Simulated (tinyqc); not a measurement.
Minority carriers and saturation current of a heavily doped emitter: effect of the contact.

n-type, parabolic bands, full ionisation. eta = (EF - Ec)/kB T solves N = Nc F12(eta), F12(x) = (2/sqrt(pi)) int_0^infinity sqrt(u)/(1 + exp(u - x)) du. The gap shrinks rigidly by dEg = a3 y^(1/3) + a4 y^(1/4) + a2 y^(1/2), y = N/1e18 cm^-3, an empirical law that is here taken as the true narrowing.

ni = sqrt(Nc Nv) exp(-Eg/(2 Vt)), Eg in volts; degeneracy factor g = F12(eta) exp(-eta); nie^2 = ni^2 exp(dEg/kB T) g, p0 = nie^2/N; apparent narrowing dEg + kB T ln g. 1/tau = Cn N^2 + 1/ts, D = mup Vt, L = sqrt(D tau); J0 = (q p0 D/L)(s + tanh(W/L))/(1 + s tanh(W/L)), s = S L/D; the share recombining inside is 1 - 1/[cosh(W/L)(1 + tanh(W/L)/s)].

Inputs (values chosen for the exercise); band and dielectric values close to those of silicon:
- T = 350 K (temperature)
- Eg = 1.11 eV (band gap)
- Nc = 3.5e19 cm^-3 (conduction-band density of states at 350 K)
- Nv = 3.35e19 cm^-3 (valence-band density of states at 350 K)
- N = 1.5e20 cm^-3 (ionised donor density)
- a3 = 12.1 meV (coefficient of (N/1e18)^(1/3))
- a4 = 9 meV (coefficient of (N/1e18)^(1/4))
- a2 = 4.6 meV (coefficient of (N/1e18)^(1/2))
- mup = 220 cm^2/(V s) (minority-hole mobility)
- Cn = 2.4e-31 cm^6/s (Auger coefficient)
- ts = 0.73 us (defect lifetime)
- W = 710 nm (emitter width)

Constants: q = 1.602176634e-19 C, kB = 1.380649e-23 J/K, Vt = kB T/q. Results are converted to the units shown.

Effect of the contact:

| S (cm/s) | J0 (fA/cm^2) | share inside (%) |
|---|---|---|
| 80 | 8.790e5 | 99.99 |
| 340 | 8.791e5 | 99.95 |
| 1500 | 8.794e5 | 99.79 |
| 6200 | 8.809e5 | 99.15 |
| 26000 | 8.864e5 | 96.77 |
| 1.1e5 | 9.017e5 | 90.26 |
| 4.8e5 | 9.239e5 | 81.22 |
| 2.1e6 | 9.369e5 | 76.15 |
| 8.8e6 | 9.409e5 | 74.60 |

Read the table: what changes, and by how much?

J0 rises from 8.79e5 to 9.41e5 fA/cm^2, between the limits q p0 (D/L) tanh(W/L) = 8.79e5 and q p0 (D/L) coth(W/L) = 9.42e5; W/L = 2.0, so passivating the contact can gain at most a factor of 1.07.

Range of the model: Band tails, non-parabolic bands and incomplete ionisation are left out.

Numbers from tinyqc (`OMP_NUM_THREADS=1 python tinyqc.py 2330168 2330169 out.jsonl`; about 0.01 s on one thread of a shared Intel Xeon 2.30GHz).
